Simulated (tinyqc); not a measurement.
# Undoped symmetric double-gate MOSFET, analytic potential model: effect of the body thickness

An undoped body of thickness ts between two equal insulators and tied gates; long channel, electrons only, n = ni exp((psi - V)/Vt) with V the quasi-Fermi potential (0 at the source, Vd at the drain), constant mobility, no quantisation. Across the body psi(x) = V - 2 Vt ln[(ts/(2 beta)) sqrt(q ni/(2 eps0 eps_r Vt)) cos(2 beta x/ts)], x from the centre. Q is the electron charge per area of the whole body.

ni = sqrt(Nc Nv) exp(-Eg/(2 Vt)), Eg in volts; r = eps_r tox/(eox ts); V0 = dphi + 2 Vt ln[(2/ts) sqrt(2 eps0 eps_r Vt/(q ni))]. beta (between 0 and pi/2) solves (Vg - V0 - V)/(2 Vt) = ln(beta) - ln(cos beta) + 2 r beta tan(beta). Q = 8 eps0 eps_r Vt beta tan(beta)/ts; I = mu (1/L)(4 eps0 eps_r/ts)(2 Vt)^2 [g(beta_s) - g(beta_d)] per width, g = beta tan(beta) - beta^2/2 + r beta^2 tan^2(beta), with beta_s at V = 0 and beta_d at V = Vd.  I(low) is taken at Vg = 0.35 V, Qs and I(high) at Vg = 1.1 V.

Inputs (values chosen for the exercise); material values close to those of silicon: temperature T = 300 K; band gap Eg = 1.13 eV; relative permittivity of the semiconductor eps_r = 11.8; conduction-band density of states at T Nc = 2.84e19 cm^-3; valence-band density of states at T Nv = 2.67e19 cm^-3; relative permittivity of the gate insulator eox = 8.93; insulator thickness tox = 5 nm; gate work function less that of the intrinsic body dphi = 0.1 V; channel mobility mu = 200 cm^2/(V s); gate length L = 0.1 um; drain voltage Vd = 0.3 V.

Constants: q = 1.602176634e-19 C, kB = 1.380649e-23 J/K, Vt = kB T/q, eps0 = 8.8541878128e-14 F/cm where lengths are in cm. Results are converted to the units shown.

Effect of the body thickness:

| ts (nm) | V0 (V) | I(low) (nA/um) | Qs(high) (nC/cm^2) | I(high) (uA/um) |
|---|---|---|---|---|
| 2.7 | 0.6547 | 0.3146 | 1302 | 528.5 |
| 3.7 | 0.6384 | 0.4311 | 1310 | 534.8 |
| 5.2 | 0.6208 | 0.6058 | 1316 | 540.0 |
| 7.3 | 0.6033 | 0.8505 | 1320 | 543.8 |
| 10 | 0.5870 | 1.165 | 1322 | 546.2 |
| 14 | 0.5696 | 1.631 | 1324 | 547.9 |
| 20 | 0.5512 | 2.329 | 1325 | 549.0 |

As ts goes from 2.7 to 20 nm, I(low) rises from 0.315 to 2.33 nA/um and I(high) rises from 528 to 549 uA/um. On average I(low) goes as ts^(1.00) and I(high) goes as ts^(0.02). Below threshold the charge is proportional to the cross-section of the body; above it the insulator sets the charge. In every row the surface density at the source at the higher gate voltage passes 0.3 Nc, where Boltzmann statistics fail. In every row mu V/L at the higher gate voltage, with V the smaller of Vd and Vg - V0, passes 3e6 cm/s, so velocity saturation would lower the current. For ts = 2.7 to 5.2 nm the body is thin enough for quantum confinement, left out here, to raise the threshold.

tinyqc, about 0.01 s, one thread, Intel Xeon 2.30GHz (shared host): `OMP_NUM_THREADS=1 python tinyqc.py 2440029 2440030 out.jsonl`
